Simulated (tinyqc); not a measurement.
Worked calculation: electron mobility of a polar semiconductor by Rode's iterative solution of the Boltzmann equation. Computed by tinyqc, a small Python program that keeps every step. Command: `OMP_NUM_THREADS=1 python tinyqc.py 3027133 3027134 out.jsonl rode walk`. One thread of a shared host (Intel(R) Xeon(R) Processor @ 2.30GHz), about 0.01 s of CPU time with the checks. Intermediate numbers are printed to about 5 digits and carried at full precision; extremes and crossings named in words are read from the listed rows.

The distribution is f(E) + e F l(E) (-df/dE) cos(theta) for a weak field F, theta counted from the force; l(E) is a mean free path. Elastic processes enter by their momentum rate, polar optical phonons by out- and in-scattering terms. One valley only: where upper valleys lie close, measured mobilities are lower. The density n is prescribed, even where a narrow-gap material would have more intrinsic carriers.

Inputs (values chosen for the exercise, for a model polar semiconductor):
```
quantity                               value    unit
effective mass m                        0.12     m_0
non-parabolicity alpha                  0.41    1/eV
static permittivity eps_s               10.5       -
high-frequency permittivity eps_inf     7.76       -
density rho                             5100  kg/m^3
sound velocity v_l                      9410     m/s
acoustic deformation potential D_A       6.1      eV
optical phonon energy hbar w            23.4     meV
piezoelectric coupling K               0.033       -
electron density n                   5.2e+14  1/cm^3
compensation ratio C                       0       -
temperature T                            300       K
grid points per phonon energy s            8       -
iteration cap                            200       -
```

Band: Kane. Elastic processes: acoustic, piezoelectric, impurity.

Constants: k_B = 8.617333262e-05 eV/K; m_0 = 9.1093837015e-31 kg; e = 1.602176634e-19 C; hbar = 1.054571817e-34 J s; eps_0 = 8.8541878128e-12 F/m; k_B = 1.380649e-23 J/K; hbar = 6.582119569e-16 eV s.

## Fermi level and screening

Kane band: hbar^2 k^2/(2 m) = E (1 + alpha E), speed v = hbar k/(m (1 + 2 alpha E)), states per spin, volume and energy g(E) = m k (1 + 2 alpha E)/(2 pi^2 hbar^2); overlap factors are set to 1. Masses are multiplied by m_0 and all formulas are in SI units. The reduced Fermi level eta = E_F/(k_B T) solves n = 2 Z int g f dE with f = 1/(1 + exp(x - eta)) (Z = 1 unless valleys are given); screening length L_s = sqrt(eps_s eps_0 k_B T/(e^2 dn/deta)), dn/deta = 2 Z int g f (1 - f) dE. Integrals over x = E/(k_B T) use 160 Gauss-Legendre points in u = sqrt(x) from 0 to sqrt(max(eta, 0) + 32). N_I = n (1 + C)/(1 - C).

reduced Fermi level eta = -7.6431

screening length L_s = 169.86 nm

ionised impurity density N_I = 5.20e+14 1/cm^3

## Rates on one ladder of the grid

Phonon occupation N_q = 1/(exp(hbar w/(k_B T)) - 1). Acoustic deformation potential (elastic, equipartition, absorption and emission together): 1/tau = 2 pi k_B T D_A^2 g(E)/(hbar rho v_l^2). Piezoelectric (elastic, unscreened, momentum relaxation): 1/tau = e^2 K^2 k_B T m (1 + 2 alpha E)/(2 pi eps_s eps_0 hbar^3 k), with alpha = 0 for a parabolic band. Singly charged impurities, momentum relaxation: 1/tau = N_I e^4 m (1 + 2 alpha E) Phi/(8 pi (eps_s eps_0)^2 hbar^3 k^3), with alpha = 0 for a parabolic band. Brooks-Herring: Phi = ln(1 + b) - b/(1 + b), b = 4 k^2 L_s^2. Polar optical, unscreened: W = e^2 w (1/eps_inf - 1/eps_s) m (1 + 2 alpha E') ln|(k + k')/(k - k')| / (4 pi eps_0 hbar^2 k), times N_q for absorption (E' = E + hbar w) and N_q + 1 for emission (E' = E - hbar w > 0), with alpha = 0 for a parabolic band; mean cosine of the angle <cos> = (k^2 + k'^2)/(2 k k') - 1/ln|(k + k')/(k - k')|. Energy grid E_j = (j + 1/2) hbar w/s, j = 0, 1, ..., up to (max(eta, 0) + 18) k_B T, so that E_j +/- hbar w are grid points; l = 0 beyond the grid; integrals are sums times the spacing. With f' = f(E'): out-scattering S_o = sum over absorption and emission of W (1 - f')/(1 - f); nu = sum of elastic rates; the in-scattering weights are c+ = W_abs <cos> (1 - f')/(1 - f) for E' = E + hbar w and c- likewise for emission.

Points j = s/2, s/2 + s, ... (the first seven rungs, or as many as the grid holds), rates in 1e12/s:
```
E (meV)      v (m/s)       nu     S_o      c+      c-
13.1625   1.9485e+05  0.27571  12.798  5.2458   0.000
36.5625   3.2022e+05  0.17943  30.271  6.4583   7.598
59.9625   4.0449e+05  0.18035  33.183  6.7376  12.181
83.3625   4.7055e+05  0.19296  33.208  6.8036  13.808
106.7625  5.2553e+05  0.20877  32.741  6.7990  14.534
130.1625  5.7283e+05  0.22577  32.190  6.7681  14.891
153.5625  6.1437e+05  0.24333  31.658  6.7277  15.074
```

Points one phonon energy apart are coupled only to each other, so the grid falls into s independent ladders.

## The first two iterations on one ladder of the grid

Iteration: l_new(E) = [v(E) + c+ l(E + hbar w) + c- l(E - hbar w)]/(nu + S_o), from l = 0.

l after iteration 1 (nm): 14.904  10.516  12.124  14.088  15.950  17.671  19.258

l after iteration 2 (all rungs but the last shown) (nm): 19.124  16.807  18.808  22.349  25.810  29.019

In-scattering lengthens l on the lowest rung by 28.3 % and on the second by 59.8 % in this step.

## The whole iteration

mu = e sum g v l f (1 - f) / (3 k_B T sum g f) over the grid; stop when mu changes by less than 1e-8 of itself.

Course of the iteration:
```
iteration  mu (cm^2/(V s))  relative change
1                    522.8       1.0000e+00
2                    782.3       3.3172e-01
3                    924.7       1.5398e-01
4                   1000.9       7.6129e-02
5                   1043.8       4.1053e-02
6                   1067.4       2.2179e-02
7                   1081.0       1.2531e-02
...                    ...              ...
30                  1099.3       1.0634e-07
31                  1099.3       6.6718e-08
32                  1099.3       4.1821e-08
33                  1099.3       2.6343e-08
34                  1099.3       1.6581e-08
35                  1099.3       1.0482e-08
36                  1099.3       6.6227e-09
```

mobility mu = 1099.3 cm^2/(V s)

iterations = 36

Converged in 36 iterations; mu rises at every step, from 522.8 to 1099, since each step returns more of the forward-scattered current.

## Approximations against the iterative solution

Self-energy RTA: l = v/(nu + S_o), the first iteration. Momentum RTA: l = v/(nu + S_o - c+ v(E + hbar w)/v - c- v(E - hbar w)/v), listed only where the denominator is positive on the whole grid. The polar-only value solves the same system with nu = 0; the elastic value takes l = v/nu.

Mobilities:
```
method                              mu (cm^2/(V s))  deviation (%)
iterative solution                             1099            0.0
self-energy RTA                                 523          -52.4
momentum RTA                                   1238           12.6
polar phonons alone, exact                     1120            1.9
elastic processes alone                       70213         6287.3
Matthiessen's rule on the last two             1103            0.3
```

self-energy RTA mobility = 522.81 cm^2/(V s)

polar-phonon mobility = 1120.5 cm^2/(V s)

elastic mobility = 70213 cm^2/(V s)

error of the self-energy RTA = -52.439 %

The self-energy RTA is 52.4 % low: it counts every polar event as a full loss of current, though forward events keep part of it. Here hbar w/k_B T = 0.91. Matthiessen's rule is 0.3 % high. The momentum RTA deviates by +12.6 %.

Checks made by the program: iterated mobility against a direct solution of the banded linear system (relative difference 1e-08).
